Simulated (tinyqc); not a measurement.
From results back to parameters: sp3s* tight binding. Three cases, with inputs chosen for the exercise.

Problem. Without spin-orbit coupling the s levels at Gamma are the roots of [[Esa, Vss], [Vss, Esc]], the p levels those of [[Epa, Vxx], [Vxx, Epc]], and the doubly degenerate valence level at X is the lower root of [[Epa, Vxy], [Vxy, Epc]]. The atomic differences are given; the levels below come from hidden parameters.

Find: Esa, Esc, Epa, Epc; |Vss|, |Vxx|, |Vxy|.

Method. The mean of a pair of roots is the mean of the two levels, which with the given difference fixes both; half the splitting, squared, less a quarter of the squared difference is V^2. At X the lower root lies sqrt((dEp/2)^2 + Vxy^2) below the mean p level.

Case 1.

Values chosen (out of a larger set: near a published set for GaP, fitted to gaps, whose masses and valley positions are rough; spin-orbit coupling, where it is added without a refit, lifts the valence top and shrinks all gaps by about a third of the splitting; not measured data): dEs = 5.933 eV (Esc - Esa); dEp = 2.977 eV (Epc - Epa).

s levels at Gamma (eV): -13.18932  2.85032

p levels at Gamma (eV): 0.00281  5.22619

valence level X5 = -2.72901 eV

Solution.

Esa, Esc, Epa, Epc (eV): -8.136  -2.203  1.126  4.103

|Vss|, |Vxx|, |Vxy| (eV): 7.451  2.146  5.132

Case 2.

Values chosen (out of a larger set: near a published set for GaAs, fitted to gaps, whose masses and valley positions are rough; not measured data): dEs = 5.71 eV (Esc - Esa); dEp = 2.619 eV (Epc - Epa).

s levels at Gamma (eV): -12.54599  1.53199

p levels at Gamma (eV): 0.00378  4.70322

valence level X5 = -2.89450 eV

Solution.

Esa, Esc, Epa, Epc (eV): -8.362  -2.652  1.044  3.663

|Vss|, |Vxx|, |Vxy| (eV): 6.434  1.951  5.082

Case 3.

Values chosen (out of a larger set: near a published set for AlAs, fitted to gaps, whose masses and valley positions are rough; spin-orbit coupling, where it is added without a refit, lifts the valence top and shrinks all gaps by about a third of the splitting; not measured data): dEs = 6.357 eV (Esc - Esa); dEp = 2.609 eV (Epc - Epa).

s levels at Gamma (eV): -11.73673  3.04773

p levels at Gamma (eV): 0.00206  4.57694

valence level X5 = -2.18775 eV

Solution.

Esa, Esc, Epa, Epc (eV): -7.523  -1.166  0.985  3.594

|Vss|, |Vxx|, |Vxy| (eV): 6.674  1.879  4.283

Computed by tinyqc, one run a case: `OMP_NUM_THREADS=1 python tinyqc.py N N+1 out.jsonl` with N = 1481409, 1481475, 1481607; one thread of a shared Intel(R) Xeon(R) Processor @ 2.30GHz, about 0.2 s a run at most.
